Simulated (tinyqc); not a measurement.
# Sneak paths and read margin

Worst-case read of an N x N array without selectors, ideal wires, unselected lines floating and all unselected cells in the low state with resistance K Ron: the sneak path is Rsn = K Ron [2/(N - 1) + 1/(N - 1)^2], in parallel with the selected cell Rc. A sense resistor Ron to ground gives Vout = Vr Ron/(Ron + Rc Rsn/(Rc + Rsn)); margin = [Vout(Rc = Ron) - Vout(Rc = ra Ron)]/Vr.

Inputs (values chosen for the exercise):
```
symbol,value,unit,meaning
Ron,5,kohm,resistance of the low state
ra,100,,ratio Roff/Ron
K,1,,factor by which unselected cells are more resistive
Vr,0.3,V,read voltage
```

Results:
```
N,Rsn (kohm),"Vout, low state (mV)","Vout, high state (mV)",margin (%)
2,15.000,171.43,76.675,31.585
3,6.2500,192.86,134.25,19.534
4,3.8889,208.70,169.32,13.125
8,1.5306,243.04,229.85,4.3954
16,0.68889,267.60,263.72,1.2933
64,0.15999,290.98,290.70,0.092284
128,0.079050,295.40,295.33,0.023610
256,0.039293,297.68,297.66,0.0059719
```

Estimate the missing row, N = 32.

Computed row:
```
N,Rsn (kohm),"Vout, low state (mV)","Vout, high state (mV)",margin (%)
32,0.32778,282.61,281.55,0.35279
```

With this row back in the table: The margin falls from 31.6 to 0.00597 %; a lone cell has 49.0 %. It first drops below 10 % at N = 8 among the rows, where Rsn = 0.31 Ron. Between the last two rows it goes as N^(-1.98).

Numbers from tinyqc (`OMP_NUM_THREADS=1 python tinyqc.py 2880047 2880048 out.jsonl`; about 0.02 s on one thread of a shared Intel Xeon 2.30GHz).
